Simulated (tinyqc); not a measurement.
MOS inversion layer, Poisson-Schroedinger loop: two steps of the calculation.

Electrons confined at an insulator interface at z = 0, treated as a hard wall; parabolic valleys, Hartree approximation, no image or exchange terms. The depletion charge lies far deeper than the electrons and gives a uniform field q Nd/(eps0 eps_r); the gate balances all charge. Energies are counted from the band edge at the interface.

Parameters, values chosen for the exercise; masses and permittivity close to those of In0.53Ga0.47As:
```
symbol,value,unit,meaning
T,300,K,temperature
eps_r,13.9,,relative permittivity
mz1,0.0411,m0,mass along z of valley set A (1 valley(s))
md1,0.0415,m0,in-plane density-of-states mass of set A
Ns,4.4e11,cm^-2,sheet density of electrons
Nd,8.1e11,cm^-2,sheet density of depletion charge
hz,1.7,nm,mesh step
```

Constants: q = 1.602176634e-19 C, kB = 1.380649e-23 J/K, hbar = 1.054571817e-34 J s, m0 = 9.1093837015e-31 kg, Vt = kB T/q, eps0 = 8.8541878128e-14 F/cm where lengths are in cm, hbar^2/(2 m0) = 0.0380998212 eV nm^2. Results are converted to the units shown.

Question 1. Converged levels, occupations and centroid. Tridiagonal Hamiltonian with psi = 0 one step beyond both ends: H_ii = C (1/m_(i-1/2) + 1/m_(i+1/2))/hz^2 + V0_i + U_i, H_(i,i+1) = -C/(m_(i+1/2) hz^2), C = hbar^2/(2 m0). The lowest 2 level(s) are kept, normalised to hz sum |psi|^2 = 1. The mass is the same on all intervals.

Level k holds N_k = D_k Vt ln(1 + exp((EF - E_k)/Vt)) with D = md1 m0 q/(pi hbar^2) per eV (spin included); EF is fixed by sum N_k = Ns.

Solve for the levels with V0 + U, find EF, n_i = sum_k N_k |psi_k|^2 (in cm^-3); share of each level N_k/Ns; centroid sum n z/sum n.

z, node 1 to 18 (nm): [1.7, 3.4, 5.1, 6.8, 8.5, 10.2, 11.9, 13.6, 15.3, 17, 18.7, 20.4, 22.1, 23.8, 25.5, 27.2, 28.9, 30.6]
fixed potential V0, node 1 to 18 (eV): [0.01792589, 0.03585179, 0.05377768, 0.07170357, 0.08962947, 0.10755536, 0.12548125, 0.14340715, 0.16133304, 0.17925893, 0.19718482, 0.21511072, 0.23303661, 0.25096250, 0.26888840, 0.28681429, 0.30474018, 0.32266608]
converged U, node 1 to 18 (eV): [0.009737522, 0.018834675, 0.026194920, 0.031341253, 0.034542649, 0.036380178, 0.037383242, 0.037911442, 0.038178808, 0.038307144, 0.038364737, 0.038388657, 0.038397797, 0.038400995, 0.038402012, 0.038402298, 0.038402364, 0.038402373]

Give: levels; EF; shares; n; centroid.

Answer 1.

levels (eV): A1 0.1373, A2 0.2231
EF = 0.1482 eV
shares (%): A1 94.52, A2 5.48
n, node 1 to 18 (in units of 1e17 cm^-3): [1.702, 4.617, 5.885, 5.170, 3.625, 2.218, 1.262, 0.693, 0.370, 0.188, 0.090, 0.039, 0.016, 0.006, 0.002, 0.001, 0.000, 0.000]
centroid = 6.704 nm

Question 2. Closed-form estimates. Triangular well: E_k = a_k (C F^2/mz)^(1/3), a_1 = 2.338107, a_2 = 4.087949, C = hbar^2/(2 m0), F in eV/nm. Fang-Howard (all electrons in the lowest level of set A): b^3 = 6 (mz1/C) q (Nd + 11 Ns/32)/(eps0 eps_r), centroid 3/b, level C b^2/(4 mz1) + (3/b) q (Nd + 11 Ns/16)/(eps0 eps_r). Use F = q (Nd + Ns)/(eps0 eps_r), the surface field, and F = q (Nd + Ns/2)/(eps0 eps_r).

Wanted: A1 with the surface field; A1 with Nd + Ns/2; A2 with Nd + Ns/2; b; Fang-Howard centroid; Fang-Howard level.

Answer 2.

A1 with the surface field = 0.14640 eV
A1 with Nd + Ns/2 = 0.12867 eV
A2 with Nd + Ns/2 = 0.22497 eV
b = 0.43266 1/nm
Fang-Howard centroid = 6.9338 nm
Fang-Howard level = 0.14380 eV

Computed by the program tinyqc: `OMP_NUM_THREADS=1 python tinyqc.py 2160085 2160086 out.jsonl`, one thread of a shared Intel Xeon 2.30GHz, about 0.2 s for the whole run.
